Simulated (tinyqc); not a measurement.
# Worked calculation: bulk transistor, scale length and short-channel effects

Computed by the program tinyqc: `OMP_NUM_THREADS=1 python tinyqc.py 2420102 2420103 out.jsonl`, one thread of a shared Intel Xeon 2.30GHz, about 0.01 s for the whole run. Printed values are rounded.

A gate, an insulator of thickness ti and a depleted layer of depth ts on a conducting body. Below threshold the potential that source and drain add obeys Laplace's equation and vanishes on the gate and at the bottom of the depleted layer. Its lowest mode decays along the channel as exp(-k y); k is the smallest positive root of the matching condition at the interface, and the scale length is Lambda = pi/k.

Parameters, values chosen for the exercise; permittivities: semiconductor made up, insulator close to that of silicon dioxide:
- T = 250 K (temperature)
- eps_r = 14.6 (relative permittivity of the semiconductor)
- ei = 3.81 (relative permittivity of the insulator)
- ti = 2 nm (insulator thickness)
- ts = 23 nm (depletion depth)
- L = 75 nm (channel length)
- Vbi = 0.86 V (potential of the source)
- sT = 0.41 V (potential of the barrier top at threshold)
- VTL = 0.32 V (long-channel threshold)
- m = 1.33 (long-channel body factor)
- Vds = 1 V (drain voltage)

Constants: q = 1.602176634e-19 C, kB = 1.380649e-23 J/K, Vt = kB T/q. Results are converted to the units shown.

## Scan of the matching condition

k, point 0 to 7 (1/nm): [0.01625, 0.0325, 0.04875, 0.065, 0.08125, 0.0975, 0.11375, 0.13]

f(k) = eps_r sin(k ti) cos(k ts) + ei cos(k ti) sin(k ts).

f(k), point 0 to 7: [1.831996, 3.280094, 4.032770, 3.910323, 2.900726, 1.165264, -0.987362, -3.154311]

The first change of sign lies between k = 0.0975 and 0.11375 1/nm.

## Iteration 1: decay constant by Newton steps

k at the start = 0.1137500 1/nm

f(k) = eps_r sin(k ti) cos(k ts) + ei cos(k ti) sin(k ts); f' by a central difference with +/- 1e-5 1/nm; k(new) = k - f/f'.

f = -0.9873617
f' = -137.3162 nm
k after iteration 1 = 0.1065596 1/nm

## Iteration 2: decay constant by Newton steps

As before.

f = -0.007804089
f' = -134.2900 nm
k after iteration 2 = 0.1065015 1/nm

## Course of the iteration: decay constant by Newton steps

Stop when k changes by less than 1e-10 1/nm, or after 30 iterations.

Course of the iteration:
```
iteration   k (1/nm)  |change| (1/nm)
1          0.1065596          7.19e-3
2          0.1065015          5.81e-5
3          0.1065015          9.77e-9
4          0.1065015          < 1e-15
```

Converged in 4 iterations. The change falls from 0.0072 in the first iteration to below the tolerance in the last.

## Scale length against simple estimates

k = 0.1065015 1/nm

Lambda = pi/k and l = 1/k. A parabolic potential across the structure gives l(parabolic) = sqrt((eps_r/ei) ts ti).

Lambda = 29.49812 nm
l = 9.389543 nm
l(parabolic) = 13.27678 nm

The parabolic estimate is 41 % above l.

## Threshold shift, barrier position and swing

Along the channel psi(y) = s + a exp(y/l) + b exp(-y/l) with psi(0) = Vbi, psi(L) = Vbi + Vds and l = 1/k = Lambda/pi; with A = Vbi - s, B = A + Vds, x = exp(-L/l): a = (B - A x) x/(1 - x^2), b = (A - B x)/(1 - x^2). The minimum is s + 2 sqrt(a b), at y = (l/2) ln(b/a). The long-channel potential follows the gate as s = sT + (Vg - VTL)/m, and the threshold VT is the gate voltage at which the minimum equals sT. Swing = m Vt ln 10/g at threshold, g = d(minimum)/ds = 1 - (b x + a)/((1 + x) sqrt(a b)).

s at threshold = 0.3789044 V
a = 5.029917e-4 V
b = 0.4805926 V
position of the minimum = 32.21647 nm
VT = 0.2786429 V
swing = 68.92767 mV/decade

The threshold lies 41.4 mV below the long-channel value, and the barrier top sits at 0.43 L from the source.
